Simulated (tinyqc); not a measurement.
# Front-illuminated p-i-n photodiode, quantum efficiency and bandwidth: what changes with what

Light enters through a p layer (0 to xp), a depleted layer (xp to xp + wi) and a thick n substrate, decaying as exp(-al x); one pass, no back reflection. Carriers made in the depleted layer are all collected; those in the neutral layers diffuse.

Parameters, values chosen for the exercise; values close to those of silicon at this wavelength:
- lam = 850 nm (wavelength)
- al = 528 1/cm (absorption coefficient)
- Rf = 0.05 (reflectance of the front face)
- eps_r = 12 (relative permittivity)
- xp = 0.087 um (thickness of the front p layer)
- wi = 36 um (thickness of the depleted layer)
- Dn = 4.1 cm^2/s (electron diffusion coefficient in the p layer)
- Ln = 1.9 um (electron diffusion length in the p layer)
- S = 4e5 cm/s (recombination velocity of the front surface)
- Lp = 2.4 um (hole diffusion length in the thick n substrate)
- ve = 9.56e6 cm/s (electron drift velocity)
- vh = 6.79e6 cm/s (hole drift velocity)
- dia = 28 um (diameter)
- RL = 50 ohm (load resistance)
- Cp = 50 fF (parasitic capacitance)

Constants: q = 1.602176634e-19 C, h = 6.62607015e-34 J s, c = 299792458 m/s, eps0 = 8.8541878128e-14 F/cm where lengths are in cm. Results are converted to the units shown.

Each table varies one quantity; the others keep the values above.

## Efficiency and bandwidth against the thickness of the depleted layer

k = al Ln, s = S Ln/Dn, e = exp(-al xp); front layer f1 = (k/(k^2 - 1)) {[s + k - e (s cosh(xp/Ln) + sinh(xp/Ln))]/[s sinh(xp/Ln) + cosh(xp/Ln)] - k e}; depleted layer f2 = e (1 - exp(-al wi)); substrate f3 = e exp(-al wi) al Lp/(1 + al Lp); external efficiency (1 - Rf)(f1 + f2 + f3); responsivity = efficiency q lam/(h c). Drift response for pairs made in the depleted layer, a = al wi, g = 1 - exp(-a), u = 2 pi i f, te = wi/ve, th = wi/vh: electrons He = [g - a (exp(-a) - exp(-u te))/(u te - a)]/(u te g), holes Hh = [g - a (1 - exp(-a - u th))/(a + u th)]/(u th g); C = eps0 eps_r pi (dia/2)^2/wi + Cp; total |He + Hh|/sqrt(1 + (2 pi f RL C)^2), for the current of the depleted layer alone. Limits are the frequencies at which each factor falls to 1/sqrt(2); inverse-square sum (f_transit^-2 + f_RC^-2)^(-1/2); the diffusion currents f1 and f3 are left out of the bandwidth.

Result of one run:
columns A: wi (um); B: f2; C: f1 + f3; D: responsivity (A/W); E: transit limit (GHz); F: RC limit (GHz); G: 3 dB bandwidth (GHz); H: inverse-square sum (GHz); I: bandwidth x (1 - Rf) f2 (GHz)
```
A        B        C       D      E      F      G      H      I
13  0.4943  0.05988  0.3610  3.435  57.84  3.427  3.429  1.609
```

What becomes of these results when the thickness of the depleted layer wi is changed from 13 to 100 um, all else the same?

Result of the changed run:
columns A: wi (um); B: f2; C: f1 + f3; D: responsivity (A/W); E: transit limit (GHz); F: RC limit (GHz); G: 3 dB bandwidth (GHz); H: inverse-square sum (GHz); I: bandwidth x (1 - Rf) f2 (GHz)
```
A         B         C       D       E      F       G       H       I
100  0.9903  0.004099  0.6477  0.4686  62.84  0.4686  0.4686  0.4409
```

The whole series:
columns A: wi (um); B: f2; C: f1 + f3; D: responsivity (A/W); E: transit limit (GHz); F: RC limit (GHz); G: 3 dB bandwidth (GHz); H: inverse-square sum (GHz); I: bandwidth x (1 - Rf) f2 (GHz)
```
A         B         C       D       E      F       G       H       I
4.5  0.2105   0.09181  0.1969   9.675  49.32   9.419   9.494   1.884
7.6  0.3290   0.07848  0.2654   5.784  54.31   5.737   5.752   1.793
13   0.4943   0.05988  0.3610   3.435  57.84   3.427   3.429   1.609
21   0.6670   0.04047  0.4608   2.170  59.93   2.168   2.169   1.374
36   0.8467   0.02026  0.5646   1.301  61.43   1.300   1.300   1.046
61   0.9557  0.007998  0.6276  0.7800  62.33  0.7799  0.7799  0.7080
100  0.9903  0.004099  0.6477  0.4686  62.84  0.4686  0.4686  0.4409
170  0.9953  0.003543  0.6505  0.2644  63.18  0.2644  0.2644  0.2500
290  0.9954  0.003529  0.6506  0.1499  63.38  0.1499  0.1499  0.1417
```

As wi goes from 4.5 to 290, the responsivity rises from 0.197 to 0.651 A/W and the bandwidth falls from 9.42 to 0.150 GHz. The transit limit is the lower one in every row. Adding inverse squares of the two limits is within 0.80 % of the full result. The product of bandwidth and fast efficiency falls from 1.88 to 0.142 GHz. For wi = 4.5 the diffusion currents exceed 0.3 of the drift current; their own response times, left out, may then shape the whole response.

## Efficiency and bandwidth against the diameter

Same model as above.

The same in every row: f2 = 0.8467; f1 + f3 = 0.02026; responsivity (A/W) = 0.5646; transit limit (GHz) = 1.301.

Results:
```
dia (um)  RC limit (GHz)  3 dB bandwidth (GHz)  inverse-square sum (GHz)  bandwidth x (1 - Rf) f2 (GHz)
5                  63.59                 1.300                     1.300                          1.046
10                 63.37                 1.300                     1.300                          1.046
20                 62.50                 1.300                     1.300                          1.046
50                 57.05                 1.300                     1.300                          1.046
100                43.50                 1.300                     1.300                          1.045
200                22.30                 1.298                     1.298                          1.044
1000               1.344                0.8951                    0.9347                         0.7199
```

Estimate the missing row, dia = 500 um.

Computed row:
```
dia (um)  RC limit (GHz)  3 dB bandwidth (GHz)  inverse-square sum (GHz)  bandwidth x (1 - Rf) f2 (GHz)
500                5.057                 1.245                     1.260                          1.001
```

With this row back in the table: As dia goes from 5 to 1000, the responsivity stays at 0.565 A/W and the bandwidth falls from 1.30 to 0.895 GHz. The transit limit is the lower one in every row. Adding inverse squares of the two limits is within 4.4 % of the full result.

Numbers from tinyqc (`OMP_NUM_THREADS=1 python tinyqc.py 2250124 2250125 out.jsonl`; about 0.01 s on one thread of a shared Intel Xeon 2.30GHz).
